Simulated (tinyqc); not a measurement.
Finite line against the semi-infinite law: electromigration in a confined line: Blech product, Korhonen stress evolution and Black's law. Computed by tinyqc, a small Python program. Command: `OMP_NUM_THREADS=1 python tinyqc.py 3030349 3030350 out.jsonl emigr walk`. One thread of a shared host (Intel(R) Xeon(R) Processor @ 2.30GHz), about 0.01 s of CPU time with the checks.

The electron wind pushes atoms from the cathode (x = 0) to the anode (x = L); blocking ends build a back stress (tension positive). The input rho is taken not to change with temperature. d sigma/dt = d/dx [kappa (d sigma/dx + G)], with zero flux at both ends and sigma = sigma_0 at t = 0.

Inputs (values chosen for the exercise, close to those used for cobalt lines):
```
quantity                      value          unit
resistivity rho                10.1  micro-ohm cm
atomic volume Omega            11.1    angstrom^3
effective charge number Z*        2             -
prefactor D0                1.3e-06         m^2/s
activation energy E            1.27            eV
effective modulus B              56           GPa
critical stress sigma_c         450           MPa
initial stress sigma_0          170           MPa
current density j               4.3       MA/cm^2
line length L                    82            um
test temperature T              220             C
```

Start: thermal stress.

Constants: e = 1.602176634e-19 C; k_B = 8.617333262e-05 eV/K; k_B = 1.380649e-23 J/K.

Method:
- G = Z* e rho j/Omega; D = D0 exp(-E/(k_B T)); kappa = D B Omega/(k_B T); drift velocity of an unconfined line v = D Z* e rho j/(k_B T). SI: 1 micro-ohm cm = 1e-8 ohm m, 1 MA/cm^2 = 1e10 A/m^2.
- Temperatures in kelvin are T(C) + 273.15.
- At steady state sigma(x) = sigma_0 + G (L/2 - x). A void forms only if the cathode stress reaches sigma_c, that is if j L exceeds (j L)_c = 2 Omega (sigma_c - sigma_0)/(Z* e rho). Time scale tau = L^2/kappa.
- sigma(x, t) = sigma_0 + G L [1/2 - x/L - 4 sum_(m odd) cos(m pi x/L) exp(-m^2 pi^2 s)/(m pi)^2], s = t/tau, summed to m = 399.
- Semi-infinite line: sigma(0, t) = sigma_0 + 2 G L sqrt(s/pi). One-term form: keep m = 1 alone.

tau = 149893 h

stress gradient G = 125.374 MPa/um

Cathode stress (MPa):
```
s           t (h)  full series  semi-infinite  one term
0.002  2.9979e+02        688.8            689    1225.2
0.005  7.4946e+02        990.3            990    1344.4
0.01   1.4989e+03       1330.0           1330    1535.3
0.02   2.9979e+03       1810.6           1811    1890.1
0.05   7.4946e+03       2761.2           2764    2766.6
0.1    1.4989e+04       3757.3           3838    3757.4
0.2    2.9979e+04       4731.5           5358    4731.5
0.4    5.9957e+04       5229.9           7507    5229.9
0.8    1.1991e+05       5308.8          10546    5308.8
```

Among these rows the semi-infinite law holds to 1 % up to s = 0.05 and the one-term form from s = 0.05 on: the far end is felt once sqrt(kappa t) is no longer small against L, and by then the terms with m > 1 have nearly died out. The critical stress 450 MPa is already passed in the first row. Caution: rows beyond sigma_c are formal, since a void ends the model there.
